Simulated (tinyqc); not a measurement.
Sublattice potential against complex hopping: Haldane model. Computed by the program tinyqc. 

Honeycomb lattice:

| parameter | value |
|---|---|
| t1 (eV) | 2.480000 |
| t2 (eV) | 0.310000 |
| phi (rad) | -1.300000 |

H_AA = delta - 2 t2 sum cos(k.b + phi), H_BB = -delta - 2 t2 sum cos(k.b - phi), H_AB = -t1 (1 + exp(-i k.a1) + exp(-i k.a2)), b = a1, a2 - a1, -a2, m = 3 sqrt3 t2 sin(phi); the sign of the Chern number follows the orientation k1 then k2.

Gaps at the two valleys (eV) and Chern number of the lower band (12 x 12 mesh):

| delta | gap 2\|delta - m\| | gap 2\|delta + m\| | Chern number |
|---|---|---|---|
| -2.794 | 2.484 | 8.692 | 0 |
| -2.018 | 0.932 | 7.140 | 0 |
| -0.931 | 1.242 | 4.966 | 1 |
| 0.000 | 3.104 | 3.104 | 1 |
| 0.621 | 4.346 | 1.862 | 1 |
| 1.164 | 5.432 | 0.776 | 1 |
| 1.940 | 6.984 | 0.776 | 0 |
| 3.104 | 9.312 | 3.104 | 0 |

Here |m| = 1.5521 eV. For |delta| < |m| the two valleys have masses of opposite sign and the Chern number is +/-1; one gap closes at |delta| = |m|, and beyond it the band is trivial.
